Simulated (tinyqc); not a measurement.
# Surface potential of a MOS transistor: implicit equation and explicit approximations: what changes with what

p-type body, charge-sheet picture, depletion and inversion only, full ionisation (an idealisation for deep acceptors), Boltzmann statistics (rough once Na exp(x - xn) passes about Nc/7). In units of Vt: xg = (Vg - Vfb)/Vt, x = psi/Vt, G = gamma/sqrt(Vt), xn = (2 phiF + Vc)/Vt. The implicit equation is (xg - x)^2 = G^2 [x - 1 + exp(x - xn)] for x above about 3. Cox = eps0 eox/tox.

Inputs (values chosen for the exercise); band and dielectric values those of a made-up semiconductor:
- T = 300 K (temperature)
- Eg = 1.43 eV (band gap)
- eps_r = 13 (relative permittivity)
- Nc = 3.14e19 cm^-3 (conduction-band density of states at T)
- Nv = 2.36e19 cm^-3 (valence-band density of states at T)
- eox = 3.9 (relative permittivity of the gate insulator (close to silicon dioxide))
- tox = 23 nm (insulator thickness)
- Na = 6.4e17 cm^-3 (acceptor density)
- Vfb = -0.91 V (flat-band voltage)
- Vc = 0.5 V (channel-body voltage)
- Vg = 5.32 V (gate-body voltage)

Constants: q = 1.602176634e-19 C, kB = 1.380649e-23 J/K, Vt = kB T/q, eps0 = 8.8541878128e-14 F/cm where lengths are in cm. Results are converted to the units shown.

Each table varies one quantity; the others keep the values above.

## Accuracy of the approximations against gate voltage

ni = sqrt(Nc Nv) exp(-Eg/(2 Vt)), Eg in volts; phiF = Vt ln(Na/ni); gamma = sqrt(2 q eps0 eps_r Na)/Cox; VT = Vfb + Vt (xn + G sqrt(xn - 1)). Depletion value a = 1 + [sqrt(G^2/4 + xg - 1) - G/2]^2; inversion value b = xn + ln[(xg - xn)^2/G^2 - xn + 1] and first guess y = min(a, b) - ln(1 + exp(-|a - b|)) if a > xn + 1, else b = y = a; one second-order correction with D = exp(y - xn), p = 2 (xg - y) + G^2 (1 + D), w = (xg - y)^2 - G^2 (y - 1 + D): z = y + 2 w/(p + sqrt(p^2 - 2 (2 - G^2 D) w)), or the Newton step z = y + w/p where the root is not real. N_inv = (Cox Vt G/q) [sqrt(x - 1 + exp(x - xn)) - sqrt(x - 1)] at the root. Lambert form (Cox m Vt/q) W0[(G/(2 m sqrt(xn - 1))) exp((Vg - VT)/(m Vt))], m = 1 + G/(2 sqrt(xn - 1)). Errors under 1e-4 mV, and the linear form below VT, are printed as 0.

Result of one run:
```
Vg (V)  psi (V)  x - xn  error of y (mV)  error of z (mV)  N_inv (cm^-2)  Cox (Vg - VT)/q (cm^-2)  Lambert form (cm^-2)
5.86      1.815   3.066             6.37          -0.0735       5.863e11                 7.514e11              5.899e11
```

What becomes of these results when the gate-body voltage Vg is changed from 5.86 to 6.06 V, all else the same?

Result of the changed run:
```
Vg (V)  psi (V)  x - xn  error of y (mV)  error of z (mV)  N_inv (cm^-2)  Cox (Vg - VT)/q (cm^-2)  Lambert form (cm^-2)
6.06      1.823   3.345             5.45          -0.0454       7.588e11                 9.388e11              7.634e11
```

The whole series:
```
Vg (V)  psi (V)   x - xn  error of y (mV)  error of z (mV)  N_inv (cm^-2)  Cox (Vg - VT)/q (cm^-2)  Lambert form (cm^-2)
4.66      1.561   -6.783           0.0166                0        3.585e7                        0               3.069e7
4.86      1.648   -3.419            0.474                0        1.008e9                        0               9.579e8
5.06      1.727  -0.3551             10.0          -0.0965       2.101e10                  1.751e9              2.101e10
5.26      1.772    1.370             8.27           -0.128       1.151e11                 1.892e11              1.159e11
5.46      1.793    2.200             9.46           -0.249       2.579e11                 3.766e11              2.596e11
5.66      1.806    2.706             7.68           -0.132       4.182e11                 5.640e11              4.208e11
5.86      1.815    3.066             6.37          -0.0735       5.863e11                 7.514e11              5.899e11
6.06      1.823    3.345             5.45          -0.0454       7.588e11                 9.388e11              7.634e11
6.26      1.828    3.574             4.79          -0.0303       9.339e11                 1.126e12              9.395e11
```

psi rises from 1.56 to 1.83 V and ends 3.6 Vt above 2 phiF + Vc. Among the rows the first guess is off by at most 10 mV (at Vg = 5.06 V) and the corrected value by at most 0.25 mV. In the last row the linear form is 21 % above N_inv and the Lambert form 0.60 % above it; in the first row the Lambert form is 14 % below it. For Vg = 5.46, 5.66, 5.86, 6.06, 6.26 the electron quasi-Fermi level lies less than 2 Vt below the band edge at the surface, or above it, where degeneracy and confinement, left out, matter.

## Effect of the channel-body voltage at fixed gate voltage

Same model as above.

Results:
```
Vc (V)  psi (V)   x - xn  error of y (mV)  error of z (mV)  N_inv (cm^-2)  Cox (Vg - VT)/q (cm^-2)  Lambert form (cm^-2)
0        1.3303   3.6433             4.40          -0.0233      1.1280e12                1.3436e12             1.1364e12
0.4      1.6984   2.4116             8.70           -0.194      3.2458e11                4.5679e11             3.2678e11
0.6      1.8387  0.10007             15.6           -0.626      3.2051e10                3.7390e10             3.2143e10
0.8      1.8542  -7.0351           0.0124                0       2.5521e7                        0              2.2271e7
1        1.8542  -14.771                0                0          11150                        0                7041.5
1.2      1.8542  -22.507                0                0         4.8686                        0                1.9204
```

Estimate the missing row, Vc = 0.2 V.

Computed row:
```
Vc (V)  psi (V)  x - xn  error of y (mV)  error of z (mV)  N_inv (cm^-2)  Cox (Vg - VT)/q (cm^-2)  Lambert form (cm^-2)
0.2      1.5185  3.1886             5.79          -0.0545      7.1010e11                8.9110e11             7.1507e11
```

With this row back in the table: As Vc goes from 0 to 1.2, psi rises from 1.33 to 1.85 V, x - xn falls from 3.64 to -22.5 and N_inv falls from 1.13e12 to 4.87 cm^-2. The Lambert form lies between 0.394 and 1.01 times N_inv. psi follows Vc only while the surface is inverted; once x falls below xn it settles at the depletion value. For Vc = 0, 0.2, 0.4 the electron quasi-Fermi level lies less than 2 Vt below the band edge at the surface, or above it, where degeneracy and confinement, left out, matter.

Program tinyqc, `OMP_NUM_THREADS=1 python tinyqc.py 2122146 2122147 out.jsonl`; Intel Xeon 2.30GHz, shared host, one thread, about 0.01 s.
